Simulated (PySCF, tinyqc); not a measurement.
Inside a calculation. Method: G0W0 on RHF in the sto-3g basis, for H3-, spin multiplicity 1. The basis has no diffuse functions, so it cannot describe the extra electron: this is an exercise in the method, not the real anion. The lowest restricted solution is unstable here: a spin-polarised one lies 0.1643 hartree lower (PySCF). One step of it, computed by the program tinyqc.

Task: Screening: direct RPA. With D = e_a - e_i and K = (ia|jb): diagonalise D^(1/2) (D + 4K) D^(1/2) = Z w^2 Z^T; X + Y = D^(1/2) Z w^(-1/2), each column of Z with its largest component positive (the first on a tie); E_c = (sum w - tr (D + 2K)) / 2.

orbital energies (hartree): MO1 -0.141869, MO2 0.593494, MO3 0.853415

Two-electron integrals over orbitals (pq|rs), unique and non-zero (hartree):
```
(11|11) 0.592237    (21|11) -0.029632   (21|21) 0.111878    (22|11) 0.535696
(22|21) 0.113160    (22|22) 0.708332    (31|11) 0.000022    (31|21) 0.000006
(31|22) -0.000083   (31|31) 0.167905    (32|11) 0.000009    (32|21) -0.000077
(32|22) -0.000037   (32|31) -0.083624   (32|32) 0.052185    (33|11) 0.591824
(33|21) -0.083729   (33|22) 0.476400    (33|31) 0.000050    (33|32) 0.000032
(33|33) 0.652361
```

Give: D^(1/2) (D + 4K) D^(1/2); excitation energies w; X + Y; RPA correlation energy.

Result:

D^(1/2) (D + 4K) D^(1/2) (hartree^2):
```
         1>3      2>3
1>3   1.6590  -0.1701
2>3  -0.1701   0.1218
```

excitation energies w (hartree): 0.3213  1.2952

X + Y:
```
          1        2
1>3  0.1913   0.8714
2>3  0.8941  -0.0487
```

RPA correlation energy = -0.039440 hartree
